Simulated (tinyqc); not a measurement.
Phonon-assisted absorption at an indirect gap, step by step. Values are carried at full precision from step to step, so a last printed digit may differ when a step is redone from the rounded ones.

alpha(E) = sum_j A_j [N_j (E - Eg + w_j)^2 + (N_j + 1)(E - Eg - w_j)^2], each bracket counted only where its base is positive; N_j = 1/(exp(w_j/kB T) - 1). The first term absorbs a phonon and the second emits one; excitons and direct transitions are left out.

Constants: kB = 8.617333262e-05 eV/K.

Parameters, chosen for this exercise (loosely those of GaP at room temperature; Eg is not tied to T; shifted at random, so the results belong to these values and not to a real crystal):
```
symbol  value         unit         meaning
Eg      2.242         eV           indirect gap, held fixed unless listed
w       (44.2, 13.1)  meV          two zone-edge phonons
A       (6000, 1200)  1/(cm eV^2)  their strengths
T       300           K
E       2.277         eV           photon energy
nr      3.46                       refractive index
d       82            micrometre   thickness
xj      0.17          micrometre   dead layer at the surface
W       9.9           micrometre   depleted width
L       100           micrometre   minority diffusion length below it
```

## The four branches at one energy

Evaluate the occupations and each term.

N_j: 0.2209  1.515

terms with phonon absorption (1/cm): 8.313  4.207

terms with phonon emission (1/cm): 0  1.448

alpha = 13.97 1/cm
wavelength hc/E (hc = 1239.841984 eV nm) = 544.5 nm

Phonon absorption supplies 89.6 % of alpha; the depth 1/alpha is 716 micrometre.

## What a slab does with it

Slab of thickness d in air, incoherent passes: R = ((nr - 1)/(nr + 1))^2, x = exp(-alpha d); transmitted Tr = (1 - R)^2 x/(1 - R^2 x^2), reflected Rt = R + (1 - R)^2 R x^2/(1 - R^2 x^2), absorbed Ab = (1 - R)(1 - x)/(1 - R x).

d in cm is 1e-4 times the value in micrometres.

R = 0.3042
x = 0.8918
Tr = 0.4660
Rt = 0.4307
Ab = 0.1033

A single pass would absorb (1 - R)(1 - x) = 0.0753; the back face adds 0.0280.

## Quantum efficiency of a diode

Photodiode (Gaertner form with a dead layer): QE = (1 - R) exp(-alpha xj) [1 - exp(-alpha W)/(1 + alpha L)], R = ((nr - 1)/(nr + 1))^2; responsivity = QE/E in A/W for E in eV.

Evaluate the factors; 1 micrometre = 1e-4 cm.

passes the dead layer = 0.9998
collected share = 0.1346
QE = 0.0936
responsivity = 0.0411 A/W

Without diffusion from below the collected share would be 0.0137.

## Checks

- Tr + Rt + Ab against 1: both 1.000000.

Computed by tinyqc, a small Python program: `OMP_NUM_THREADS=1 python tinyqc.py 1650615 1650616 out.jsonl` (the numbers bound the seed that draws the inputs); one thread of a shared host (Intel(R) Xeon(R) Processor @ 2.30GHz), about 0.01 s for the whole set of steps.
